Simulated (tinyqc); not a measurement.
Force balance against energy balance: elastic strain and critical thickness of a cubic alloy layer A(1-x)B(x) on a thick substrate. Computed by tinyqc, a small Python program. Command: `OMP_NUM_THREADS=1 python tinyqc.py 3030017 3030018 out.jsonl misfit walk`. One thread of a shared host (Intel(R) Xeon(R) Processor @ 2.30GHz), about 0.01 s of CPU time with the checks.

Strain is positive in tension. The layer is coherent with the substrate unless said otherwise.

Inputs (values chosen for the exercise, for a model alloy):
```
quantity                        value      unit
fraction x of B                  0.19         -
lattice constant a_A            5.869  angstrom
lattice constant a_B            6.058  angstrom
substrate lattice constant a_S   5.86  angstrom
```

Growth plane: (001). Layer: uncapped. Misfit dislocation: 60-degree.

C11, C12, C44 of A (GPa): 94.52  58.27  41.74

C11, C12, C44 of B (GPa): 89.95  43.13  43.24

Method:
- a = (1 - x) a_A + x a_B, the same rule for each C_ij; misfit f = (a_S - a)/a, the in-plane strain of the coherent layer.
- Voigt averages: G = (C11 - C12 + 3 C44)/5, B = (C11 + 2 C12)/3, nu = (3 B - 2 G)/(2 (3 B + G)); b = a/sqrt(2). The 60-degree dislocation has cos alpha = 1/2, and cos lambda = 1/2 on (001).
- Matthews-Blakeslee: h_c = A [ln(h_c/b) + 1], A = b (1 - nu cos^2 alpha)/(8 pi |f| (1 + nu) cos lambda), the factor 8 pi being that of an uncapped layer.
- People-Bean: h_c = P ln(h_c/b), P = (1 - nu)/(1 + nu) b^2/(16 pi sqrt(2) a f^2). The misfit is scaled by 0.25, 0.4, 0.6, 1, 1.5, 2.2 at fixed a, b and nu; the upper root is taken, and rows with A < 1.3 b or P < 3 b, where the roots shrink to the core size or vanish, are left out.

misfit f = -0.00760554

prefactor A = 3.13373 nm

Poisson ratio nu = 0.292251

Burgers vector b = 0.417540 nm

free lattice constant a = 5.90491 angstrom

Critical thickness:
```
|f| (%)  Matthews-Blakeslee (nm)  People-Bean (nm)   ratio
0.1901                    78.112            6026.0  77.146
0.3042                    44.393            2094.1  47.173
0.4563                    26.998             829.6  30.728
0.7606                    14.181             251.8  17.753
1.1408                     8.347              94.8  11.361
1.6732                     4.945              36.3   7.335
```

What does the comparison show, and why?

The exponents d ln h_c/d ln f are -1.20 and -2.25 between the first rows, steeper than the -1 and -2 of the prefactors because of the logarithm. The ratio falls from 77.1 to 7.33 as the misfit grows. Where People-Bean lies above, a layer between the lines is metastable: dislocations would lower the energy but have to be nucleated.
